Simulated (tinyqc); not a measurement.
Changing the target C44: Finnis-Sinclair potential for a bcc metal: fit to cohesion and elasticity, then vacancy, surfaces and structure. Computed by tinyqc, a small Python program. Command: `OMP_NUM_THREADS=1 python tinyqc.py 3110491 3110492 out.jsonl fsfit sweep`. One thread of a shared host (Intel(R) Xeon(R) Processor @ 2.30GHz), about 0.01 s of CPU time with the checks.

E = (1/2) sum V(r) - A sqrt(rho), rho = sum phi(r), phi = (r - d)^2 for r < d, V = (r - c)^2 (c0 + c1 r + c2 r^2) for r < c. In bcc the 8 first neighbours lie at sqrt(3) a/2 and the 6 second at a; both cut-offs lie below the third shell; Omega = a^3/2; E is per atom and z the number of atoms in a shell. The four constants A, c0, c1, c2 are fitted to E_c, zero pressure, B and C12 - C44 alone, so C44 and C11 - C12 are not matched singly; defects are unrelaxed.

Inputs (values chosen for the exercise, modelled on niobium):
```
quantity             value      unit
lattice constant a     3.3  angstrom
cohesive energy E_c   7.65        eV
target C11             254       GPa
target C12             136       GPa
density cut-off d/a  1.202         -
pair cut-off c/a     1.274         -
```

Constants: 1 eV/angstrom^3 = 160.2176634 GPa.

Method:
- rho = sum z phi, rho1 = sum z r phi', rho2 = sum z r^2 phi''. At zero pressure the effective pair part V + 2 F' phi obeys C12 = C44, so C12 - C44 = F'' (rho1/3)^2/Omega with F'' = A/(4 rho^(3/2)); this gives A.
- With v_k = (r - c)^2 r^k the rows are (1/2) sum z v_k, (1/2) sum z r v_k' and (1/2) sum z r^2 v_k''. With rho1 = sum z r phi' and rho2 = sum z r^2 phi'' the right-hand sides are: -E_c + A sqrt(rho) (cohesion); A rho1/(2 sqrt(rho)) (zero pressure); 9 B Omega + A [rho2/(2 sqrt(rho)) - rho1^2/(4 rho^(3/2))] with B = (C11 + 2 C12)/3.
- Solve the three equations.
- Second differences of E with strains of 1e-4: e_xx gives C11, (e_xx, e_yy) = (1, -1) gives 2 (C11 - C12), an engineering shear gives C44. B and C12 - C44 are fitted; the one combination left tests the choice of d.
- E_v = -A sum_shells z [sqrt(rho - phi(r)) - sqrt(rho)] - (1/2) sum z V(r): the neighbours lose one bond each, and the atom is put back in the bulk.

One run for each value:
```
target C44 (GPa)  A (eV/angstrom)  E_v/E_c  error of C44 (%)
17.0                       3.5725  0.19285            113.77
20.3                       3.4735  0.21524             84.49
23.5                       3.3774  0.23694             63.95
26.8                       3.2783  0.25932             47.91
30.0                       3.1822  0.28103             35.72
33.3                       3.0832  0.30341             25.61
36.5                       2.9871  0.32512             17.55
39.8                       2.8880  0.34750             10.59
```

Over the rows, A (eV/angstrom) falls from 3.57 to 2.89 (exponent d ln y / d ln x -0.16 between the first rows and -0.39 between the last); E_v/E_c rises from 0.193 to 0.347 (exponent d ln y / d ln x 0.62 between the first rows and 0.77 between the last); error of C44 (%) falls from 114 to 10.6 (exponent d ln y / d ln x -1.7 between the first rows and -5.8 between the last). A is proportional to C12 - C44; as the Cauchy pressure shrinks the model tends to a pair potential, for which E_v/E_c = 1.
